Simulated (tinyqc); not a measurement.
Gamma, L and X subbands of a thin body with non-parabolic valleys: sweeps and comparisons. A value that a table varies takes the place of the one given here.

Hard walls, flat band, c = hbar^2/2m0, energies from the bulk Gamma edge. For a valley at angle theta to the normal 1/m_z = cos^2/ml + sin^2/mt and m_d = sqrt(ml mt^2/m_z). Subband n starts at E_v + e with e (1 + a e) = c (n pi/t)^2/m_z, and its density-of-states mass is taken as m_d (1 + 2 a e), without further growth at higher in-plane energy. Groups are named by valley and degeneracy.

n_i = g m/(2 pi c) kB T ln(1 + exp((EF - E_i)/kB T)), sum n_i = Ns (1e12/cm^2 = 1e-4/angstrom^2), c = hbar^2/2m0. Quantum capacitance Cq = 1602.176634 sum g m/(2 pi c) f_i in microfarad/cm^2 with f_i = 1/(1 + exp((E_i - EF)/kB T)); Cox = 34.5313/eot (one gate); C/Cox = Cq/(Cq + Cox), the centroid term left out.

Constants: hbar^2/2m0 = 3.80998211 eV angstrom^2; kB = 8.617333262e-05 eV/K.

Values chosen for the exercise (near those of a thin GaAs channel; not measured data):
- face = 100 (surface)
- mG = 0.0657 m0 (Gamma mass)
- aG = 0.58 1/eV (Gamma non-parabolicity)
- EL = 0.308 eV (L edge above Gamma)
- mL = (1.896, 0.076) m0 (L valleys (four, along <111>): ml, mt)
- EX = 0.45 eV (X edge above Gamma)
- mX = (1.272, 0.234) m0 (X valleys (three, along <100>): ml, mt)
- aS = 0.31 1/eV (non-parabolicity of L and X)
- Ns = 5.1 x 1e12/cm^2 (sheet density)
- T = 300 K (temperature)
- eot = 14 angstrom (equivalent oxide thickness)
- ts = (18, 24, 30, 40, 55, 75, 110) angstrom (thicknesses)
- t = 64 angstrom (body thickness)
- Nl = (0.5, 1, 2, 4, 7, 11, 16) x 1e12/cm^2 (sheet densities)

## Thinning the body

Lowest edge of each valley type, the lowest group, the Gamma share and C/Cox, with n = 1 to 8 of all groups.

Results:
```
t (angstrom),Gamma (eV),L (eV),X (eV),lowest,Gamma share (%),C/Cox
18,1.084,1.135,0.539,X1,0.0,0.851
24,0.705,0.813,0.501,X1,0.1,0.853
30,0.494,0.646,0.483,X1,22.6,0.886
40,0.304,0.506,0.468,G1,82.1,0.822
55,0.172,0.416,0.460,G1,93.4,0.748
75,0.096,0.367,0.455,G1,96.2,0.719
110,0.046,0.336,0.452,G1,99.0,0.773
```

From 110 down to 18 angstrom Gamma rises by 1.04 eV, L by 0.80 and X by 0.09 eV, the light Gamma mass moving most. The lowest group changes from G1 to X1 between 40 and 30 angstrom. The Gamma share goes from 99 % to 0 %. C/Cox is 0.77 and 0.85 at the ends and lies between 0.72 and 0.89. Hard walls overstate the rise in the thinnest rows.

## Raising the sheet density

Fixed thickness, n = 1 to 8 of all groups; the gate overdrive above the lowest edge is (EF - E_lowest)/e + 0.1602177 Ns/Cox in volts.

Results:
```
Ns (1e12/cm^2),EF - lowest (eV),Gamma share (%),Cq,C/Cox,overdrive (V)
0.5,-0.004,99.9,2.32,0.485,0.028
1.0,0.023,99.8,3.58,0.592,0.088
2.0,0.061,99.6,4.66,0.654,0.191
4.0,0.124,98.0,5.52,0.691,0.384
7.0,0.190,85.7,11.12,0.819,0.644
11.0,0.227,65.4,26.20,0.914,0.941
16.0,0.250,49.8,44.54,0.948,1.289
```

The lowest subband is G1 n=1. At the highest density band filling takes 0.250 V of the 1.289 V overdrive. Cq grows from 2.3 to 44.5 microfarad/cm^2, helped by heavier valleys that begin to fill: the Gamma share falls from 100 % to 50 %.

## What each parameter does

n = 1 to 8 of all groups. Each row changes one parameter from the base and keeps the others.

Results:
```
case,lowest edge (eV),EF (eV),Gamma share (%),C/Cox
base,0.130,0.283,95.0,0.728
t = 72 angstrom,0.104,0.262,95.9,0.719
mG = 0.0756 m0,0.114,0.254,98.4,0.717
aG = 0.41 1/eV,0.133,0.290,93.7,0.735
EL = 0.258 eV,0.130,0.265,83.8,0.802
Ns = 7.65 x 1e12/cm^2,0.130,0.328,82.0,0.844
eot = 12 angstrom,0.130,0.283,95.0,0.697
T = 250 K,0.130,0.288,97.8,0.705
```

The largest shifts from the base row, up to three for each result and ties (the steps differ in size, so this ranks the rows, not the parameters). lowest edge (eV): t -0.026, mG -0.016, aG +0.003; unchanged at the printed digits by EL, Ns, eot and T. EF (eV): Ns +0.045, mG -0.029, t -0.021; unchanged at the printed digits by eot. Gamma share (%): Ns -13.1, EL -11.2, mG +3.4; unchanged at the printed digits by eot. C/Cox: Ns +0.115, EL +0.074, eot -0.032.

(tinyqc, `OMP_NUM_THREADS=1 python tinyqc.py 1250480 1250481 out.jsonl`, Intel(R) Xeon(R) Processor @ 2.30GHz, 1 thread, shared host, about 0.03 s.)
